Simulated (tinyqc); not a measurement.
Finite square well with mass mismatch (envelope functions), step by step. Values are carried at full precision from step to step, so a last printed digit may differ when a step is redone from the rounded ones.

A square well of width L and depth V0, mass mw inside and mb outside, energies from the bottom of the well, c = hbar^2/2m0. k = sqrt(mw E/c), kappa = sqrt(mb (V0 - E)/c). psi and psi'/m are continuous at the walls (BenDaniel-Duke), so level n solves k L + 2 atan[(k/mw)/(kappa/mb)] = n pi.

Constants: hbar^2/2m0 = 3.80998211 eV angstrom^2.

Parameters, chosen for this exercise (near those of a GaAs well in AlGaAs; the results hold for these values, not for the real material):
```
symbol   value   unit      meaning
L        178     angstrom  well width
V0       0.219   eV        barrier height
mw       0.066   m0        mass in the well
mb       0.0894  m0        mass in the barrier
alpha_w  0.58    1/eV      non-parabolicity in the well
alpha_b  0.19    1/eV      non-parabolicity in the barrier
```

## How many levels are bound

At E = V0 the arctangent equals pi/2, so level n is bound if k0 L > (n - 1) pi with k0 = sqrt(mw V0/c). Compare with the infinitely deep well, E1(hard) = c (pi/L)^2/mw.

k0 = 0.06159 1/angstrom
k0 L/pi = 3.4898
number of bound levels = 4
E1(hard) = 0.0180 eV

The count does not depend on mb. One more level binds at L = 204.0 angstrom.

## The lowest level by bisection

f(E) = k L + 2 atan[(k/mw)/(kappa/mb)] - pi rises with E. Twelve halvings of [0, V0]: keep the half in which f changes sign.

Bisection:
```
step  low (eV)  high (eV)  midpoint (eV)        k    kappa        f
1      0.00000    0.21900        0.10950  0.04355  0.05069   6.3328
2      0.00000    0.10950        0.05475  0.03080  0.06208   3.5235
3      0.00000    0.05475        0.02738  0.02178  0.06706   1.5635
4      0.00000    0.02738        0.01369  0.01540  0.06941   0.1831
5      0.00000    0.01369        0.00684  0.01089  0.07056  -0.7914
6      0.00684    0.01369        0.01027  0.01334  0.06998  -0.2627
7      0.01027    0.01369        0.01198  0.01440  0.06970  -0.0318
8      0.01198    0.01369        0.01283  0.01491  0.06955   0.0774
9      0.01198    0.01283        0.01240  0.01466  0.06963   0.0233
10     0.01198    0.01240        0.01219  0.01453  0.06966  -0.0042
11     0.01219    0.01240        0.01230  0.01460  0.06964   0.0096
12     0.01219    0.01230        0.01224  0.01456  0.06965   0.0027
```

After twelve halvings the bracket is V0/4096 = 0.053 meV wide.

## Bound levels

Solve the condition for each n (six at most). With A = cos(kL/2) for even and sin(kL/2) for odd levels, the probability in the barriers is Pb = (A^2/kappa)/(A^2/kappa + L/2 +/- sin(kL)/(2k)), + for even.

Levels:
```
n  parity  E (eV)  k (1/angstrom)  kappa (1/angstrom)      Pb
1    even  0.0122         0.01455             0.06966  0.0098
2     odd  0.0487         0.02904             0.06322  0.0406
3    even  0.1084         0.04333             0.05095  0.1003
4     odd  0.1864         0.05682             0.02766  0.2529
```

The lowest level lies at 68 % of the infinite-well value and decays into the barrier over 1/kappa = 14.4 angstrom.

## Mass in the plane and density of states

To first order in the in-plane energy, 1/m_par = (1 - Pb)/mw + Pb/mb for each subband. Each adds a step D = m_par/(2 pi c) to the density of states per area (spin included, one valley); 1/angstrom^2 = 1e16/cm^2.

Subbands:
```
n  m_par (m0)  D (1e13/(eV cm^2))
1      0.0662               2.764
2      0.0667               2.787
3      0.0678               2.831
4      0.0707               2.952
```

## Levels with energy-dependent masses

Non-parabolic bands: mw is replaced by mw (1 + alpha_w E) and mb by mb (1 - alpha_b (V0 - E)), in k, kappa and the matching condition alike.

Solve the same condition with the energy-dependent masses, and list the shift from the parabolic levels that exist in both.

Levels:
```
n  E (eV)  mass inside  mass outside  shift (meV)
1  0.0122       0.0665        0.0859          0.0
2  0.0480       0.0678        0.0865         -0.7
3  0.1043       0.0700        0.0875         -4.1
4  0.1748       0.0727        0.0886        -11.6
```

Level 1 moves by 0.0 meV and level 4 by -11.6 meV.

## Checks

- Lowest level by finite differences (200 cells across the well) against the matching condition, eV: both 0.0122.

tinyqc: `OMP_NUM_THREADS=1 python tinyqc.py 1280253 1280254 out.jsonl`; about 0.01 s, one thread, shared Intel(R) Xeon(R) Processor @ 2.30GHz.
